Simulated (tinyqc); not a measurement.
What each parameter does: linear model of a band gap against the share of exact exchange.

E(alpha) = E0 + S alpha. A wider gap screens less, modelled in the Penn form eps(alpha) = 1 + (e0 - 1)(EP/(EP + S alpha))^2 with a scale EP chosen for the exercise. A dielectric-dependent hybrid takes alpha = 1/eps.

Inputs chosen for the exercise (of the order of those of HfO2; the results hold for these values, not for the real material): E0 = 3.99 eV (gap of the semi-local functional); S = 8.43 eV (slope dE/d(alpha)); e0 = 5.04 (optical dielectric constant at alpha = 0); EP = 18.2 eV (energy scale of the screening).

Fixed point alpha = 1/eps(alpha), gap and eps there. Each row changes one parameter from the base and keeps the others.

Results:
```
case            alpha  E (eV)    eps
base           0.2330   5.955  4.291
E0 = 4.389 eV  0.2330   6.354  4.291
S = 7.587 eV   0.2290   5.728  4.367
e0 = 4.536     0.2624   6.202  3.811
EP = 16.38 eV  0.2377   5.994  4.207
```

The largest shifts from the base row, up to three for each result and ties (the steps differ in size, so this ranks the rows, not the parameters). alpha: e0 +0.0293, EP +0.0046, S -0.0040; unchanged at the printed digits by E0. E (eV): E0 +0.399, e0 +0.247, S -0.227. eps: e0 -0.480, EP -0.084, S +0.075; unchanged at the printed digits by E0.

tinyqc: `OMP_NUM_THREADS=1 python tinyqc.py 1850621 1850622 out.jsonl`; about 0.01 s, one thread, shared Intel(R) Xeon(R) Processor @ 2.30GHz.
